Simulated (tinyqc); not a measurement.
Worked calculation: ionisation potential and affinity of a slab from the planar-averaged potential. Values are carried at full precision from step to step, so a last printed digit may differ when a step is redone from the rounded ones.

A model of the planar-averaged electrostatic energy of an electron in a periodic cell of N1 periods of A (L1 = N1 n1 h) and N2 periods of vacuum (L2 = N2 n2 h), on z_j = j h: V(z) = f VA + (1 - f) VB + F t(z), VA = V1[0] + V1[1] cos(2 pi z/(n1 h)) + V1[2] cos(4 pi z/(n1 h)), VB the same with V2, n2 and z - L1. f = [tanh(z/w) - tanh((z - L1)/w) + tanh((z - L1 - L2)/w)]/2 + 1/2; t(z) = z - L1/2 in A and (L1/L2)(L1 + L2/2 - z) beyond, so that the cell is periodic.

Constants: e^2/(4 pi eps0) = 14.39964547 eV angstrom.

Values chosen for the exercise (gap near that of InAs; not measured data):
- h = 0.25 angstrom (grid step)
- n1 = 7 (grid points per period of A)
- n2 = 6 (grid points per period of the vacuum filter)
- N1 = 5 (periods of A)
- N2 = 5 (periods of vacuum)
- V1 = (-7.31, 2.96, -0.83) eV (mean and two harmonics of the potential in A)
- V2 = (0, 0, 0) eV (the same in vacuum)
- w = 0.36 angstrom (width of the interfaces)
- F = 0 eV/angstrom (slope in A from opposite charges on the two interfaces)
- Ev1 = 2.33 eV (valence top of bulk A above its mean potential)
- Eg1 = (0.05, 0.41) eV (gap of A: semi-local value, corrected value)
- fv1 = 0.29 (share of the correction that lowers the valence top of A)
- eps = 1.5 (dielectric constant at the interface)

## The planar average

Evaluate V on the grid, j = 0, 1, ...

V(z_j) (eV): -2.590  -4.226  -6.798  -10.334  -10.454  -7.214  -5.279  -5.180  -5.280  -7.221  -10.494  -10.494  -7.221  -5.280  -5.180  -5.280  -7.221  -10.494  -10.494  -7.221  -5.280  -5.180  -5.280  -7.221  -10.494  -10.494  -7.221  -5.280  -5.180  -5.279  -7.214  -10.454  -10.334  -6.798  -4.226  -2.590  -1.054  -0.423  -0.160  -0.040  -0.007  -0.001  0.000  0.000  0.000  0.000  0.000  0.000  0.000  0.000  0.000  0.000  0.000  0.000  0.000  0.000  0.000  0.000  0.000  -0.003  -0.010  -0.028  -0.081  -0.303  -1.054

## Running means

Running mean over n points, periodic: for odd n the plain mean of the n points centred on j; for even n the n + 1 points with half weight at both ends. The macroscopic average applies the mean over n1 points and then over n2 points.

Apply the first mean, then the second.

after the mean over n1 points (eV): -3.627  -5.108  -6.096  -6.699  -7.069  -7.220  -7.280  -7.303  -7.309  -7.310  -7.310  -7.310  -7.310  -7.310  -7.310  -7.310  -7.310  -7.310  -7.310  -7.310  -7.310  -7.310  -7.310  -7.310  -7.310  -7.310  -7.310  -7.309  -7.303  -7.280  -7.220  -7.069  -6.699  -6.096  -5.126  -3.655  -2.184  -1.214  -0.611  -0.241  -0.090  -0.030  -0.007  -0.001  0.000  0.000  0.000  0.000  0.000  0.000  0.000  0.000  0.000  0.000  0.000  0.000  0.000  -0.002  -0.006  -0.017  -0.061  -0.211  -0.581  -1.185  -2.154

macroscopic average (eV): -3.635  -4.635  -5.548  -6.274  -6.762  -7.046  -7.198  -7.268  -7.296  -7.306  -7.309  -7.310  -7.310  -7.310  -7.310  -7.310  -7.310  -7.310  -7.310  -7.310  -7.310  -7.310  -7.310  -7.310  -7.310  -7.309  -7.306  -7.296  -7.268  -7.198  -7.046  -6.763  -6.279  -5.558  -4.650  -3.655  -2.660  -1.752  -1.031  -0.547  -0.264  -0.112  -0.042  -0.014  -0.004  -0.001  0.000  0.000  0.000  0.000  0.000  0.000  0.000  0.000  0.000  -0.001  -0.003  -0.009  -0.032  -0.098  -0.245  -0.522  -1.002  -1.724  -2.635

Around the middle of vacuum the first mean varies by 0 meV over five points and the second by 0 meV.

## The potential line-up

Read the macroscopic average in the middle of each region, j = 17 and j = 50, and its slope in A by a central difference over two points each way.

plateau in A = -7.310 eV
plateau in vacuum = 0.000 eV
dV = vacuum - A = 7.310 eV
slope in A = 0.000 eV/angstrom

The plateaus are flat, so the line-up is well defined.

## Ionisation potential and affinity

IP = dV - Ev1, EA = IP - gap. The correction opens the gap by c = Eg1[1] - Eg1[0], lowers the valence top by fv1 c and raises the conduction edge by (1 - fv1) c; dV is kept.

IP, EA with the semi-local gap (eV): 4.980  4.930

c = 0.36 eV

IP, EA corrected (eV): 5.084  4.674

The correction raises IP by 0.10 eV and lowers EA by 0.26 eV.

## The dipole behind the step

A step dV of the mean electron energy from A to vacuum across an interface equals 4 pi (e^2/4 pi eps0) times a dipole per area p (in e angstrom per angstrom^2). For a change of 0.1 eV in dV, give the charge per area moved over 2 angstrom in a medium of dielectric constant eps: sigma = 0.1 eps/(4 pi (e^2/4 pi eps0) 2). 1 angstrom^-2 = 1e16 cm^-2.

|p| = 0.04040 e/angstrom
sigma = 4.14e+12 e/cm^2

With about 7e14 atoms per cm^2 in a plane (as on a silicon (100) face), 0.6 % of an electron per atom shifts the line-up by 0.1 eV.

## Checks

- Line-up in a cell of 14 + 14 periods without slope against V2[0] - V1[0] (eV): both 7.3100.

Run: tinyqc, `OMP_NUM_THREADS=1 python tinyqc.py 1880145 1880146 out.jsonl`; Intel(R) Xeon(R) Processor @ 2.30GHz, one thread, shared host; about 0.01 s of CPU time with all checks.
